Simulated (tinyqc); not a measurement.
Debye-Callaway model of lattice thermal conductivity: one step, computed by the program tinyqc. Command: `OMP_NUM_THREADS=1 python tinyqc.py 3015383 3015384 out.jsonl callaway walk`. One thread of a shared host (Intel(R) Xeon(R) Processor @ 2.30GHz), about 0.01 s of CPU time with the checks.

Three acoustic branches with one velocity v, cut at omega_D = k_B Theta/hbar; x = hbar omega/(k_B T). v and Theta are separate inputs: Theta cuts off the heat-carrying modes, so C need not reach 3 k_B/V. gamma is an effective value that sets the umklapp rate.

Problem. Scattering rates at one frequency. Rates: point defects A omega^4; umklapp B omega^2 T exp(-Theta/(b T)) with B = hbar gamma^2/(M v^2 Theta). Boundaries: v/L. The resistive time is tau_R = 1/(boundary + point-defect + umklapp rates), and the free path is v tau_R.

Inputs (values chosen for the exercise, modelled on boron arsenide): sound velocity v = 5480 m/s; Debye temperature Theta = 676 K; mean atomic mass M = 42.9 u; effective Grueneisen parameter gamma = 1.07; umklapp exponent divisor b = 2; Casimir length L = 1500 micrometre; temperature T = 400 K; probe frequency omega/omega_D = 0.82.

Sample: crystal. Point defects: vacancies. Normal processes: left out.

Rayleigh coefficient A = 7.694373e-45 s^3

Constants: k_B = 1.380649e-23 J/K; hbar = 1.054571817e-34 J s; u = 1.6605390666e-27 kg.

Give: omega; Rates; tau_R; free path.

Solution.

omega = 7.257e+13 rad/s

Rates:
```
process        rate (1/s)  rate x tau_R
boundaries      3.653e+06     1.264e-05
point defects   2.134e+11        0.7385
umklapp         7.555e+10        0.2614
```

tau_R = 3.460e-12 s

free path = 18.96 nm

The strongest resistive process at this frequency: point defects, 74 % of the resistive rate.
